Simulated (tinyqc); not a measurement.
# Resistive crossbar, vector-matrix product with wire resistance: effect of the wire resistance

2 rows and 2 columns. Cell (i, j) joins row node wij to column node bij. Each row is driven at its left end through one wire segment rw; neighbouring nodes along a row or a column are joined by rw; each column ends below the last row in one more rw and a virtual ground, where its current is read. Ideal output: I_j = sum_i V_i G_ij.

The nodal equations (Kirchhoff current law at every node) are solved for each rw; errors are I_j/ideal - 1.

Parameters, values chosen for the exercise:

| symbol | value | unit | meaning |
|---|---|---|---|
| V | [0.13, 0.25] | V | input voltages of the rows |

cell conductances G (uS):
```
,column 1,column 2
row 1,35,22
row 2,8.7,72
```

Effect of the wire resistance:
```
rw (ohm),"error, column 1 (%)","error, column 2 (%)"
1,-0.01320,-0.02396
2,-0.02640,-0.04790
5,-0.06597,-0.1197
10,-0.1318,-0.2391
20,-0.2632,-0.4770
50,-0.6547,-1.184
100,-1.299,-2.342
200,-2.555,-4.579
500,-6.094,-10.73
```

What does the table show?

The error of the last column goes from -0.0240 % at rw = 1 ohm to -10.7 % at 500 ohm, as rw^(1.00) at the start and rw^(0.93) at the end. At 500 ohm the worst column is number 2.

Numbers from tinyqc (`OMP_NUM_THREADS=1 python tinyqc.py 2880046 2880047 out.jsonl`; about 0.02 s on one thread of a shared Intel Xeon 2.30GHz).
